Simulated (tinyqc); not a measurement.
Off-state leakage of single and stacked transistors: one step of the calculation.

n-channel devices of unit width. Subthreshold current I(Vg, Vs, Vd) = I0 (T/300 K)^0.5 exp[(Vg - Vs - VT(T) - gb (Vs - Vb) + dd (Vd - Vs))/(nf Vt)] (1 - exp(-(Vd - Vs)/Vt)), VT(T) = VT - cT (T - 300 K). Gate-edge tunnelling Ig (Vd/1 V) exp(ag (Vd - 1 V)), for a gate at 0 V, and band-to-band leakage Ab u exp(-Bb/u), u = Vd - Vb + 1 V, flow at a drain held at V; both are taken as independent of T. In a stack of off transistors (all gates at 0 V) the same subthreshold current passes through each.

Question. Leakage of one transistor. Vg = Vs = 0, Vd = V; effective threshold VT(T) - gb Vb - dd V.

Values chosen for this exercise; values of the order met in bulk silicon logic transistors:

| symbol | value | unit | meaning |
|---|---|---|---|
| T | 358 | K | temperature |
| V | 1.1 | V | supply voltage |
| VT | 0.45 | V | threshold at 300 K, zero drain and body bias |
| cT | 0.9 | mV/K | fall of the threshold with temperature |
| I0 | 0.3 | uA/um | current at threshold at 300 K |
| nf | 1.55 |  | slope factor |
| dd | 0.11 |  | drain-induced lowering per volt |
| gb | 0.25 |  | rise of the threshold per volt of source-body bias |
| Ig | 0.0002 | uA/um | gate-edge tunnelling current at 1 V |
| ag | 5.8 | 1/V | exponential slope of the gate current |
| Ab | 10 | uA/(um V) | prefactor of band-to-band leakage at the drain |
| Bb | 29 | V | its exponential voltage |
| Vb | -0.3 | V | body voltage |

Constants: q = 1.602176634e-19 C, kB = 1.380649e-23 J/K, Vt = kB T/q. Results are converted to the units shown.

Wanted: effective threshold; parts; total; shares.

Answer.

effective threshold = 0.3518 V
parts (nA/um): subthreshold 0.2091, gate edge 0.3929, band-to-band 0.1357
total = 0.7377 nA/um
shares (%): subthreshold 28.34, gate edge 53.26, band-to-band 18.39

The gate edge part is the largest.

Computed by the program tinyqc: `OMP_NUM_THREADS=1 python tinyqc.py 2242059 2242060 out.jsonl`, one thread of a shared Intel Xeon 2.30GHz, about 0.03 s for the whole run.
